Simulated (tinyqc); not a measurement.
From one set of inputs to another, one input at a time: gas flow in a process chamber: flow regimes, conductance, effective pumping speed, pump-down, outgassing and purge. Computed by tinyqc, a small Python program. Command: `OMP_NUM_THREADS=1 python tinyqc.py 3120586 3120587 out.jsonl pump ladder`. One thread of a shared host (Intel(R) Xeon(R) Processor @ 2.30GHz), about 0.01 s of CPU time with the checks.

Ideal gas, isothermal flow, a pump of constant speed at the end of a round pipe; process gas, volume gas and outgassing are given the same properties. 1 sccm = 101325 Pa x 1e-6 m^3/60 s x T/273.15 K.

The inputs printed are set A. Set A is modelled on oxygen near room temperature; the values taken over come from a set modelled on nitrogen near room temperature. Inputs not listed in the table keep their values of set A, so the rows need not describe a real material.

Inputs (values chosen for the exercise, modelled on oxygen near room temperature):

| quantity | value | unit |
|---|---|---|
| molar mass M | 32 | g/mol |
| molecular diameter | 0.36 | nm |
| viscosity eta | 20.6 | micropascal s |
| temperature T | 350 | K |
| chamber volume V | 17 | L |
| pipe diameter d | 16 | cm |
| pipe length l | 120 | cm |
| pump speed S | 300 | L/s |
| process gas flow | 430 | sccm |

Constants: k_B = 1.380649e-23 J/K; u = 1.6605390666e-27 kg.

Method:
- Mean speed c = sqrt(8 k_B T/(pi m)); aperture conductance C_a = c pi d^2/16; molecular pipe C_m = C_a/(1 + 3 l/(4 d)) (Dushman form); viscous pipe C_v = pi d^4 p_mean/(128 eta l); Knudsen interpolation C = C_v + C_m (1 + x)/(1 + 1.24 x), x = d p_mean sqrt(m/(k_B T))/eta.
- Effective speed 1/S_eff = 1/S + 1/C_m; time constant V/S_eff; pressure at which the free path k_B T/(sqrt2 pi d_m^2 p) equals d.
- Steady flow: the pump inlet is at p_2 = Q/S, and the chamber pressure p_1 solves Q = C((p_1 + p_2)/2) (p_1 - p_2). Residence time = p_1 V/Q.
- Knudsen number = free path at the mean pressure over d.

Each row keeps all changes above it:

| input moved | from | to | S_eff in molecular flow (L/s) | residence time (s) | conductance C (L/s) |
|---|---|---|---|---|---|
| set A | - | - | 164.69 | 0.06364 | 2437 |
| pump speed S (L/s) | 300 | 140 | 101.20 | 0.12506 | 4684 |
| pipe length l (cm) | 120 | 36 | 121.15 | 0.12255 | 15208 |
| chamber volume V (L) | 17 | 80 | 121.15 | 0.57669 | 15208 |
| process gas flow (sccm) | 430 | 610 | 121.15 | 0.57519 | 21243 |
| molar mass M (g/mol) | 32 | 28.01 | 122.21 | 0.57519 | 21293 |
| pipe diameter d (cm) | 16 | 10 | 92.54 | 0.59492 | 3405 |

S_eff in molecular flow goes from 165 to 92.5, a factor 0.562 in all. The largest single move comes from pump speed S (a factor 0.614), and pipe length l works against it (a factor 1.20). Residence time goes from 0.0636 to 0.595, a factor 9.35 in all. The largest single move comes from chamber volume V (a factor 4.71). Conductance C goes from 2440 to 3400, a factor 1.40 in all. The largest single move comes from pipe diameter d (a factor 0.160), but it runs against the net change; the largest move in the direction of the net change is pipe length l (a factor 3.25). The single moves hold for this order of the switches; the total does not depend on the order.

Extremes, crossings and ranges named in words are read from the listed rows.
